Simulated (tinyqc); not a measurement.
Abrupt p-n junction, non-linear Poisson equation by Newton steps: capacitance and field against bias.

One dimension, p side on the left, n side on the right; net doping C = -Na for x < 0 and +Nd for x > 0. The potential psi is counted from the intrinsic level, and the quasi-Fermi potentials are flat: 0 for holes and -V for electrons, so n = ni exp((psi + V)/Vt) and p = ni exp(-psi/Vt) (Boltzmann statistics, full ionisation, no current).

The Poisson equation d/dx(eps0 eps_r dpsi/dx) = -q (p - n + C) is solved on a mesh of more than 1000 nodes that ends in neutral material (psi_p = -Vt ln(Na/ni), psi_n = Vt ln(Nd/ni) - V). C_j = q d/dV of the integral of p over x, from the linearised equation. ni = sqrt(Nc Nv) exp(-Eg/(2 Vt)), Eg in volts. Depletion approximation: Vbi = Vt ln(Na Nd/ni^2), W = sqrt(2 eps0 eps_r (Vbi - V)(1/Na + 1/Nd)/q), xp = W Nd/(Na + Nd), xn = W Na/(Na + Nd), peak field 2 (Vbi - V)/W, capacitance eps0 eps_r/W. The last column applies it to an abrupt Na-Nd junction.

Inputs (values chosen for the exercise); band and dielectric values close to those of indium phosphide:
```
symbol    value   unit                                 meaning
T           300      K                             temperature
Eg         1.33     eV                                band gap
eps_r      12.4                          relative permittivity
Nc      5.76e17  cm^-3  conduction-band density of states at T
Nv      1.09e19  cm^-3     valence-band density of states at T
Na       1.6e15  cm^-3          acceptor density of the p side
Nd       1.9e17  cm^-3             donor density of the n side
```

Constants: q = 1.602176634e-19 C, kB = 1.380649e-23 J/K, Vt = kB T/q, eps0 = 8.8541878128e-14 F/cm where lengths are in cm. Results are converted to the units shown.

Result of one run:
```
peak |E| (kV/cm)	C_j (nF/cm^2)	1/C_j^2 (cm^4/uF^2)	eps0 eps_r/C_j (nm)	abrupt depletion C (nF/cm^2)
49.07	5.300	3.560e4	2072	5.271
```

Which bias of the p side against the n side V gave this result: 0.16, -2.58, -3.95, -5.32 or -6 V?

V = -3.95 V.

The whole series:
```
V (V)	peak |E| (kV/cm)	C_j (nF/cm^2)	1/C_j^2 (cm^4/uF^2)	eps0 eps_r/C_j (nm)	abrupt depletion C (nF/cm^2)
0.16	28.26	12.96	5950	846.9	12.36
-0.52	32.17	9.574	1.091e4	1147	9.359
-1.21	35.92	7.931	1.590e4	1384	7.818
-1.89	39.43	6.934	2.080e4	1583	6.863
-2.58	42.81	6.230	2.576e4	1762	6.181
-3.26	45.99	5.712	3.065e4	1922	5.675
-3.95	49.07	5.300	3.560e4	2072	5.271
-4.63	51.98	4.970	4.048e4	2209	4.947
-5.32	54.82	4.692	4.543e4	2340	4.672
-6	57.50	4.459	5.030e4	2462	4.442
```

With V going from 0.16 to -6 V, C_j falls from 13.0 to 4.46 nF/cm^2 and the peak field rises from 28.3 to 57.5 kV/cm. The slope of 1/C_j^2, read as N = 2/(q eps0 eps_r |slope|), gives 1.56e15 cm^-3 between the first two rows and 1.59e15 cm^-3 between the last two, against Na Nd/(Na + Nd) = 1.59e15 cm^-3; the slopes of all rows agree within 2 %, as for uniform doping at both edges. At the end C_j goes as (Vbi - V)^(-0.50) with Vbi = 1.07 V, and it is 0.38 % above the abrupt depletion formula (at the first row 4.9 % above it).

tinyqc, about 0.03 s, one thread, Intel Xeon 2.30GHz (shared host): `OMP_NUM_THREADS=1 python tinyqc.py 2000053 2000054 out.jsonl`
